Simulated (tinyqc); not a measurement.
# Capacitance measurement on a leaky thin oxide: effects of series resistance and leakage: readings against frequency

The device is a capacitance C in parallel with a leakage conductance G, in series with Rs and Ls. An impedance meter reports either a parallel pair (Cp, Gp) from Y = 1/Z = Gp + i w Cp or a series pair (Cs, Rm) from Z = Rm + 1/(i w Cs); w = 2 pi f, dissipation D = Gp/(w |Cp|).

EOT = 3.9 tox/eox; CET = EOT + zc + zp; C = 3.9 eps0 A/CET; G = Jg A/Vs. Z = Rs + i w Ls + 1/(G + i w C); CET read from Cp = 3.9 eps0 A/Cp; errors under 0.001 % are printed as 0.

Parameters, values chosen for the exercise; values of the order met in thin-oxide MOS capacitors: relative permittivity of the gate insulator (close to silicon nitride) eox = 7.56; insulator thickness tox = 5.8 nm; gate area A = 100 um^2; oxide-equivalent thickness added by the accumulation layer zc = 0.3 nm; oxide-equivalent thickness added by gate depletion zp = 0 nm; gate leakage current density, not matched to the thickness Jg = 0.0014 A/cm^2; voltage for an e-fold rise of the leakage Vs = 0.35 V; series resistance Rs = 11 ohm; series inductance Ls = 0 nH.

Constants: eps0 = 8.8541878128e-14 F/cm where lengths are in cm. Results are converted to the units shown.

The same in every row: C (pF) = 1.049.

Result of one run:
```
f (Hz)  Cp (pF)  Cs (pF)        D  error of Cp (%)  error of Cs (%)  CET read from Cp (nm)
10000     1.049    1.053  0.06069                0            0.368                  3.292
```

What becomes of these results when the measuring frequency f is changed from 10000 to 3000 Hz, all else the same?

Result of the changed run:
```
f (Hz)  Cp (pF)  Cs (pF)       D  error of Cp (%)  error of Cs (%)  CET read from Cp (nm)
3000      1.049    1.092  0.2023                0             4.09                  3.292
```

The whole series:
```
f (Hz)  Cp (pF)  Cs (pF)         D  error of Cp (%)  error of Cs (%)  CET read from Cp (nm)
1000      1.049    1.435    0.6069                0             36.8                  3.292
3000      1.049    1.092    0.2023                0             4.09                  3.292
10000     1.049    1.053   0.06069                0            0.368                  3.292
30000     1.049    1.049   0.02023                0           0.0409                  3.292
1e5       1.049    1.049  0.006076                0          3.68e-3                  3.292
3e5       1.049    1.049  0.002045                0                0                  3.292
1e6       1.049    1.049  6.794e-4                0                0                  3.292
3e6       1.049    1.049  4.198e-4                0                0                  3.292
1e7       1.049    1.049  7.857e-4                0                0                  3.292
3e7       1.049    1.049  0.002195                0                0                  3.292
```

D goes from 0.607 through a minimum of 4.20e-4 (at f = 3e6 Hz among the rows listed) to 0.00220; without inductance its minimum lies at f = sqrt(G (1 + G Rs)/Rs)/(2 pi C) = 2.89e6 Hz. The error of Cp goes from 0 to 0 % and that of Cs from 36.8 to 0 %; at low frequency Cp tends to C/(1 + G Rs)^2 and Cs grows as 1 + (G/(w C))^2. One of the two readings is within 2 % of C for f = 1000, 3000, 10000, 30000, 1e5, 3e5, 1e6, 3e6, 1e7, 3e7 Hz.

tinyqc, about 0.01 s, one thread, Intel Xeon 2.30GHz (shared host): `OMP_NUM_THREADS=1 python tinyqc.py 2022001 2022002 out.jsonl`
